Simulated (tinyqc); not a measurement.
Hydrogenic impurity: series, fields, screening, photoionisation and donor-acceptor pairs. From one set of inputs to another, one input at a time. Computed by tinyqc, a small Python program. Command: `OMP_NUM_THREADS=1 python tinyqc.py 3009958 3009959 out.jsonl hydrogenic ladder`. One thread of a shared host (Intel(R) Xeon(R) Processor @ 2.30GHz), about 0.03 s of CPU time with the checks.

One isotropic, parabolic band. Effective units: Ry* and a*, in which H = -nabla^2 - 2/r.

The inputs printed are set A. Set A is modelled on CdS; the values taken over come from a set modelled on GaSb. Inputs not listed in the table keep their values of set A, so the rows need not describe a real material.

Inputs (values chosen for the exercise, modelled on CdS): electron mass m = 0.207 m_0; dielectric constant eps = 8.47; donor density N = 1e+18 cm^-3; magnetic field B = 180 T.

Parts treated: magnetic field and photoionisation.

Constants: Ry = 13.605693123 eV; a_0 = 0.529177210903 angstrom; h x 1 THz = 4.135667696 meV; mu_B = 5.7883818060e-05 eV/T.

Method:
- Ry* = Ry m/eps^2, a* = a_0 eps/m; level n is bound by Ry*/n^2; <r> = (3/2) a* in 1s; lines 1s -> np at Ry* (1 - 1/n^2); 1 THz = 4.135667696 meV.
- Wigner-Seitz radius r_s = (3/(4 pi N))^(1/3); Mott criterion N_c^(1/3) a* = 0.26; overlap of two 1s orbitals at distance d: S = exp(-x)(1 + x + x^2/3), x = d/a*, with d = N^(-1/3).
- gamma = hbar omega_c/(2 Ry*) = mu_B B/(m Ry*). For m_z = 0, H = -nabla^2 - 2/r + gamma^2 rho^2/4, and the band edge moves to gamma Ry*. Basis: exp(-al rho^2 - be z^2), al_k = 0.02 x 2.4^k + gamma/4 x c with k = 0..11, be_k = 0.02 x 2.4^k and c = 0, 0.5, 1 (36 functions). With A = al_i + al_j, B = be_i + be_j (not the field) and the common factor pi^(3/2) dropped: S = 1/(A sqrt(B)), kinetic S (4 al_i al_j/A + 2 be_i be_j/B), <rho^2> = S/A, <1/r> = (2/sqrt(pi)) atanh(u)/(A u), u = sqrt(1 - B/A), which is (2/sqrt(pi))/A when A = B; overlap eigenvalues below 1e-11 are dropped. Binding = (gamma - E) Ry*; the spin term shifts level and edge alike.

Each row keeps all changes above it:
```
input moved               from       to  Mott density (cm^-3)  binding energy in the field (meV)  overlap S
set A                        -        -            1.7313e+18                             70.082    0.12562
electron mass m (m_0)    0.207   0.0388            1.1401e+16                             39.955    0.89013
magnetic field B (T)       180     0.26            1.1401e+16                              7.736    0.89013
donor density N (cm^-3)  1e+18  1.3e+15            1.1401e+16                              7.736    0.01074
dielectric constant eps   8.47     15.3            1.9344e+15                              2.611    0.14641
```

Mott density goes from 1.73e18 to 1.93e15, a factor 0.00112 in all. The largest single move comes from electron mass m (a factor 0.00659). Binding energy in the field goes from 70.1 to 2.61, a factor 0.0373 in all. The largest single move comes from magnetic field B (a factor 0.194). Overlap S goes from 0.126 to 0.146, a factor 1.17 in all. The largest single move comes from donor density N (a factor 0.0121), but it runs against the net change; the largest move in the direction of the net change is dielectric constant eps (a factor 13.6). The single moves hold for this order of the switches; the total does not depend on the order.

Caution (rows set A, electron mass m): the field is beyond non-destructive laboratory magnets (about 100 T). Caution (rows electron mass m, magnetic field B): N lies above the Mott density, where the levels of isolated donors have no meaning.

Extremes, crossings and ranges named in words are read from the listed rows.
